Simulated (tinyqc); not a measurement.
## Read current of a NAND string, cells in series solved by shooting: effect of the bit-line voltage

Cells in series, numbered from 0 at the source line (0 V) to the bit line, each followed by a gap resistance Rg. A cell with gate Vg, threshold VT, source Vs and drain Vd passes I = 2 nf K Vt^2 [F(Vs) - F(Vd)]/(1 + th max(Vg - VT, 0)), F(V) = ln^2(1 + exp((Vg - VT - nf V)/(2 nf Vt))). The selected cell has Vg = Vr, the others Vg = Vp.

For a trial current I start at 0 V and, cell by cell, solve for the drain: sqrt(F(Vd)) = sqrt(F(Vs) - I/k), k = 2 nf K Vt^2/(1 + th max(Vg - VT, 0)), Vd = [Vg - VT - 2 nf Vt ln(exp(sqrt F) - 1)]/nf, then add I Rg. The string current is the I for which the last node reaches Vbl. The apparent threshold is the Vr at which I = Is. Background: all other cells erased (VT = Ve) or all in the highest state (VT = Vh); ratio and shift are high over erased and high minus erased. The string has 32 cells and the selected one is cell 16.

Inputs (values chosen for the exercise); values of the order met in vertical NAND strings:
```
symbol,value,unit,meaning
T,300,K,temperature
K,4.6,uA/V^2,gain factor of a cell
nf,1.7,,slope factor
th,0.03,1/V,mobility reduction factor
Rg,8.4,kohm,resistance of the gap between cells
Vp,6.2,V,pass voltage
Ve,-2,V,threshold of an erased cell
Vh,4,V,threshold of the highest state
Vx,0.8,V,threshold of the selected cell
Is,50,nA,sensing current
Vr,2.54,V,read voltage on the selected word line
```

Constants: q = 1.602176634e-19 C, kB = 1.380649e-23 J/K, Vt = kB T/q. Results are converted to the units shown.

Results:

| Vbl (V) | I, others erased (uA) | I, others high (uA) | ratio | apparent VT, erased (V) | apparent VT, high (V) | background shift (mV) |
|---|---|---|---|---|---|---|
| 0.2 | 0.1370 | 0.05059 | 0.3694 | 1.044 | 2.145 | 1100 |
| 0.4 | 0.2666 | 0.09312 | 0.3493 | 1.039 | 1.144 | 104.6 |
| 0.5 | 0.3284 | 0.1113 | 0.3390 | 1.039 | 1.143 | 103.9 |
| 0.6 | 0.3880 | 0.1274 | 0.3284 | 1.039 | 1.143 | 103.9 |
| 0.7 | 0.4453 | 0.1414 | 0.3176 | 1.039 | 1.143 | 103.9 |
| 0.8 | 0.5001 | 0.1533 | 0.3066 | 1.039 | 1.143 | 103.9 |

Estimate the missing row, Vbl = 0.3 V.

Computed row:

| Vbl (V) | I, others erased (uA) | I, others high (uA) | ratio | apparent VT, erased (V) | apparent VT, high (V) | background shift (mV) |
|---|---|---|---|---|---|---|
| 0.3 | 0.2027 | 0.07288 | 0.3595 | 1.039 | 1.159 | 119.4 |

With this row back in the table: As Vbl goes from 0.2 to 0.8 V, the current with erased neighbours rises from 0.137 to 0.500 uA, that with high neighbours rises from 0.0506 to 0.153 uA and the ratio falls from 0.369 to 0.307. The background shift falls from 1100 to 104 mV.

Computed by the program tinyqc: `OMP_NUM_THREADS=1 python tinyqc.py 2142207 2142208 out.jsonl`, one thread of a shared Intel Xeon 2.30GHz, about 0.3 s for the whole run.
